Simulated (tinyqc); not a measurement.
Pariser-Parr-Pople SCF with singles CI, for the molecule C1=CC2=CC=CC2=C1 (SMILES; centres numbered as the heavy atoms are written), step by step. One step of it, computed by the program tinyqc.

Task: Singles CI, singlets. Over the 6 single excitations with the smallest orbital gaps: A = (e_a - e_i) delta + 2 (ia|jb) - (ij|ab), with (pq|rs) = sum c_mp c_mq gamma_mn c_nr c_ns. f = 2/3 w |mu|^2 in atomic units, mu = sqrt2 sum c_ia sum_m c_mi c_ma R_m.

orbital energies (eV): -15.715691  -13.271688  -11.896777  -10.460034  -5.828205  -1.567614  -0.435842  0.201416

coefficients:
```
,MO1,MO2,MO3,MO4,MO5,MO6,MO7,MO8
1C,0.281871,0.498430,0.000000,0.494290,0.000000,0.501565,0.419793,0.000000
2C,0.329534,0.354660,0.412187,0.115900,0.500000,-0.352443,-0.357735,-0.283023
3C,0.450958,0.000000,0.400254,-0.478342,0.000000,0.000000,0.260433,0.582921
4C,0.329534,-0.354660,0.412187,0.115900,-0.500000,0.352443,-0.357735,-0.283023
5C,0.281871,-0.498430,0.000000,0.494290,0.000000,-0.501565,0.419793,0.000000
6C,0.329534,-0.354660,-0.412187,0.115900,0.500000,0.352443,-0.357735,0.283023
7C,0.450958,0.000000,-0.400254,-0.478342,0.000000,0.000000,0.260433,-0.582921
8C,0.329534,0.354660,-0.412187,0.115900,-0.500000,-0.352443,-0.357735,0.283023
```

repulsion gamma_rs (eV), lower triangle:
```
,1C,2C,3C,4C,5C,6C,7C,8C
1C,10.180000
2C,5.115569,10.180000
3C,3.913595,5.116846,10.180000
4C,2.835105,3.532352,5.116846,10.180000
5C,2.516319,2.835105,3.913595,5.115569,10.180000
6C,2.835105,2.932504,3.913188,3.912412,5.115569,10.180000
7C,3.913595,3.913188,5.116229,3.913188,3.913595,5.116846,10.180000
8C,5.115569,3.912412,3.913188,2.932504,2.835105,3.532352,5.116846,10.180000
```

Centres (angstrom, eV; a flat drawing with bonds scaled to 1.40 angstrom):
```
centre,x,y,core charge z,W,gamma_rr
1C,2.154000,0.000000,1,12.590000,10.180000
2C,1.331000,1.133000,1,12.590000,10.180000
3C,0.000000,0.700000,1,12.590000,10.180000
4C,-1.331000,1.133000,1,12.590000,10.180000
5C,-2.154000,0.000000,1,12.590000,10.180000
6C,-1.331000,-1.133000,1,12.590000,10.180000
7C,0.000000,-0.700000,1,12.590000,10.180000
8C,1.331000,-1.133000,1,12.590000,10.180000
```

Give: singlet CI matrix; singlet excitation energies; oscillator strengths.

Result:

singlet CI matrix (eV), lower triangle:
```
,4>5,3>5,2>5,4>6,1>5,4>7
4>5,0.4992
3>5,0.0000,3.7211
2>5,0.0000,0.0000,4.6101
4>6,0.0000,0.4873,0.0000,5.8106
1>5,0.4879,0.0000,0.0000,0.0000,6.4180
4>7,0.0000,0.0000,0.0000,0.0000,0.0000,6.7160
```

singlet excitation energies (eV): 0.4593  3.6131  4.6101  5.9186  6.4580  6.7160

oscillator strengths: 0.0000  0.4975  0.5210  1.1811  0.0000  0.0000
